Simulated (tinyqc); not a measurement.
Raman shift of the zone-centre optical phonon of a diamond-structure crystal under stress: one step, computed by the program tinyqc. Command: `OMP_NUM_THREADS=1 python tinyqc.py 3008712 3008713 out.jsonl ramanstress walk`. One thread of a shared host (Intel(R) Xeon(R) Processor @ 2.30GHz), about 0.01 s of CPU time with the checks.

Axes x, y, z are the cube axes. Strain shifts the threefold optical mode and can split it; p, q and r are the phonon deformation potentials.

Question. Secular matrix and shifts. Secular matrix: M_xx = p eps_xx + q (eps_yy + eps_zz), M_xy = 2 r eps_xy; its eigenvalues are omega^2 - omega_0^2, and the shifts are these over 2 omega_0.

Inputs (values chosen for the exercise, modelled on silicon):
```
quantity                       value  unit
unstrained frequency omega_0   521.4  1/cm
p/omega_0^2                    -1.88     -
q/omega_0^2                    -2.36     -
r/omega_0^2                   -0.732     -
```

Stress state: hydrostatic. Axis: none.

strain (per mille):
```
           x          y          z
x  -4.090537   0.000000   0.000000
y   0.000000  -4.090537   0.000000
z   0.000000   0.000000  -4.090537
```

Give: M/(2 omega_0); shifts, in rising order.

Answer.

M/(2 omega_0) (1/cm):
```
        x       y       z
x  7.0383  0.0000  0.0000
y  0.0000  7.0383  0.0000
z  0.0000  0.0000  7.0383
```

shifts, in rising order (1/cm): 7.0383  7.0383  7.0383
